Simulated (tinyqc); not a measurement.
Inputs raised by 5 %, one at a time: four-point probe, van der Pauw, Hall and spreading-resistance readings of a semiconductor layer. Computed by tinyqc, a small Python program. Command: `OMP_NUM_THREADS=1 python tinyqc.py 3111821 3111822 out.jsonl probe sens`. One thread of a shared host (Intel(R) Xeon(R) Processor @ 2.30GHz), about 0.01 s of CPU time with the checks.

The layer is uniform and ohmic; contacts are points unless a radius is given.

Inputs (values chosen for the exercise, modelled on p-type silicon):

| quantity | value | unit |
|---|---|---|
| carrier density n | 2.4e+18 | 1/cm^3 |
| drift mobility mu | 75.6 | cm^2/(V s) |
| layer thickness t | 35 | micrometre |
| probe spacing s | 0.5 | mm |
| current I | 0.3 | mA |
| side ratio a/b of the van der Pauw rectangle | 1.2 | - |

Backing of the layer: insulating.

Constants: e = 1.602176634e-19 C.

Method:
- rho = 1/(e n mu); R_s = rho/t.
- Collinear probes with equal spacing on a layer with insulating backing: images at depth 2 m t give V = (rho I/(2 pi s)) G, G = 1 + 4 sum_(m>=1) [1/sqrt(1 + (2 m u)^2) - 1/sqrt(4 + (2 m u)^2)], u = t/s; the sum runs to m = 20000, with the tail 3/(32 u^3 M^2) added to the sum for M = 20000.
- Limits: thick, rho = 2 pi s V/I; thin on an insulator, rho = (pi/ln 2) t V/I.
- Thin rectangle with point contacts at the corners; for R_B current and voltage contacts lie along the two sides of length a, for R_A along those of length b: exp(-pi R_A/R_s) = (theta_4/theta_3)^4, exp(-pi R_B/R_s) = (theta_2/theta_3)^4 with q = exp(-pi a/b), theta_2 = 2 sum_(m>=0) q^((m + 1/2)^2), theta_3 = 1 + 2 sum_(m>=1) q^(m^2), theta_4 = 1 + 2 sum_(m>=1) (-1)^m q^(m^2).

Runs:

| input moved | from | to | voltage V (mV) | rho by the thick formula (ohm cm) | rho by the thin formula (ohm cm) | R_B (ohm) |
|---|---|---|---|---|---|---|
| base run | - | - | 0.65056 | 0.68126 | 0.034400 | 3.6776 |
| carrier density n (1/cm^3) | 2.4e+18 | 2.52e+18 | 0.61958 | 0.64882 | 0.032762 | 3.5025 |
| drift mobility mu (cm^2/(V s)) | 75.6 | 79.38 | 0.61958 | 0.64882 | 0.032762 | 3.5025 |
| layer thickness t (micrometre) | 35 | 36.75 | 0.61958 | 0.64882 | 0.034400 | 3.5025 |
| probe spacing s (mm) | 0.5 | 0.525 | 0.65056 | 0.71532 | 0.034400 | 3.6776 |
| current I (mA) | 0.3 | 0.315 | 0.68308 | 0.68126 | 0.034400 | 3.6776 |
| side ratio a/b of the van der Pauw rectangle | 1.2 | 1.26 | 0.65056 | 0.68126 | 0.034400 | 4.1743 |

Exponents ln(y'/y) / ln(x'/x):

| input | voltage V | rho by the thick formula | rho by the thin formula | R_B |
|---|---|---|---|---|
| carrier density n | -1 | -1 | -1 | -1.000 |
| drift mobility mu | -1 | -1 | -1 | -1.000 |
| layer thickness t | -1 | -1 | 0 | -1.000 |
| probe spacing s | 0 | 1 | 0 | 0.000 |
| current I | 1 | 0 | 0 | 0.000 |
| side ratio a/b of the van der Pauw rectangle | 0 | 0 | 0 | 2.596 |

Among the inputs moved here: voltage V answers most in size to carrier density n (exponent -1.000), and about equally to drift mobility mu (-1.000), layer thickness t (-1.000), current I (+1.000); its exponent is below 0.0005 for probe spacing s, side ratio a/b of the van der Pauw rectangle. Its exponent -1.000 in layer thickness t: a thin layer, V = R_s I ln 2/pi. Its exponent 0.000 in probe spacing s: a thin layer does not feel the spacing. rho by the thick formula answers most in size to carrier density n (exponent -1.000), and about equally to drift mobility mu (-1.000), layer thickness t (-1.000), probe spacing s (+1.000); its exponent is below 0.0005 for current I, side ratio a/b of the van der Pauw rectangle. rho by the thin formula answers most in size to carrier density n (exponent -1.000), and about equally to drift mobility mu (-1.000); its exponent is below 0.0005 for layer thickness t, probe spacing s, current I, side ratio a/b of the van der Pauw rectangle. R_B answers most in size to side ratio a/b of the van der Pauw rectangle (exponent +2.596), next to carrier density n (-1.000); its exponent is below 0.0005 for probe spacing s, current I.
